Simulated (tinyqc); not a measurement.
Heisenberg magnet: exchange from energy differences, ordering vector, linear spin waves and ordering temperature: one step, computed by the program tinyqc. Command: `OMP_NUM_THREADS=1 python tinyqc.py 3006771 3006772 out.jsonl magnon walk`. One thread of a shared host (Intel(R) Xeon(R) Processor @ 2.30GHz), about 0.05 s of CPU time with the checks.

H = -sum over pairs <ij> J_ij S_i.S_j - K sum_i (S_i^z)^2, each pair once, J > 0 ferromagnetic. First neighbours: 6 at a (1, 0, 0), second: 12 at a (1, 1, 0), with all permutations and signs.

Problem. Energies of ordered states. J(q) = J1 g1(q) + J2 g2(q), g_s(q) = sum over shell s of cos(q.R). A classical spiral or collinear state of wave vector Q has the exchange energy -(S^2/2) J(Q) per site.

Inputs (values chosen for the exercise, for a model magnet): exchange J1 = -1.08 meV; exchange J2 = -0.076 meV; spin S = 2.

Lattice: simple cubic.

Give: States, Q in 2 pi/a.

Solution.

States, Q in 2 pi/a:
```
Q                  g1  g2  energy (meV/site)
G (0, 0, 0)         6  12             14.784
X (0.5, 0, 0)       2  -4              3.712
M (0.5, 0.5, 0)    -2  -4             -4.928
R (0.5, 0.5, 0.5)  -6  12            -11.136
```

The lowest of these is R (0.5, 0.5, 0.5), 6.208 meV per site below M (0.5, 0.5, 0).
